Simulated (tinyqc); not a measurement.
# A double barrier with mass mismatch, transfer matrices: resonance against the width of both barriers

One electron of energy E comes from the left lead (band edge 0); no transverse momentum. Parabolic bands, masses in units of m0, C = hbar^2/(2 m0); psi and psi'/m are continuous at every interface. Barrier d1, well Lw, barrier d2; the right lead equals the left one.

Both barriers are given the width d1. For the pair (psi, psi'/m) a flat layer has M = [[cos kd, (m/k) sin kd], [-(k/m) sin kd, cos kd]] with k = sqrt(m (E - U)/C) above its edge U, and M = [[cosh Kd, (m/K) sinh Kd], [(K/m) sinh Kd, cosh Kd]] with K = sqrt(m (U - E)/C) below it. The matrices are multiplied with later layers to the left. With M acting on (psi, psi'/m) and v = k/m in each lead, T(E) = 4 vL vR/[(vL vR M12 - M21)^2 + (vR M11 + vL M22)^2]. The lowest resonance is the first maximum of T(E); its width is the full width at half maximum, and tau = hbar/width.

Parameters, values chosen for the exercise; masses and offsets close to those of GaAs wells and AlGaAs barriers:
- mL = 0.068 m0 (mass in the left lead)
- U1 = 0.25 eV (barrier height)
- m1 = 0.09 m0 (barrier mass)
- Lw = 4.7 nm (well width (edge 0, mass mL))

Constants: q = 1.602176634e-19 C, hbar = 1.054571817e-34 J s, m0 = 9.1093837015e-31 kg, hbar^2/(2 m0) = 0.0380998212 eV nm^2. Results are converted to the units shown.

The same in every row: peak T(E) = 1.000.

Resonance against the width of both barriers:
```
d1 (nm),E_r (eV),width (meV),tau (fs)
1.02,0.07587,85.49,7.699
1.36,0.07777,41.85,15.73
1.7,0.07903,24.67,26.68
2.04,0.07987,15.33,42.93
2.38,0.08042,9.750,67.51
2.72,0.08078,6.270,105.0
3.06,0.08102,4.056,162.3
```

What does the table show?

The width falls from 85.5 to 4.06 meV and tau rises from 7.70 to 162 fs, while the peak T(E) stays at 1 for this symmetric structure. Between the last two rows ln(width) falls by 1.28 a nanometre, against 2K = 1.26 1/nm at E_r.

Program tinyqc, `OMP_NUM_THREADS=1 python tinyqc.py 2560032 2560033 out.jsonl`; Intel Xeon 2.30GHz, shared host, one thread, about 0.03 s.
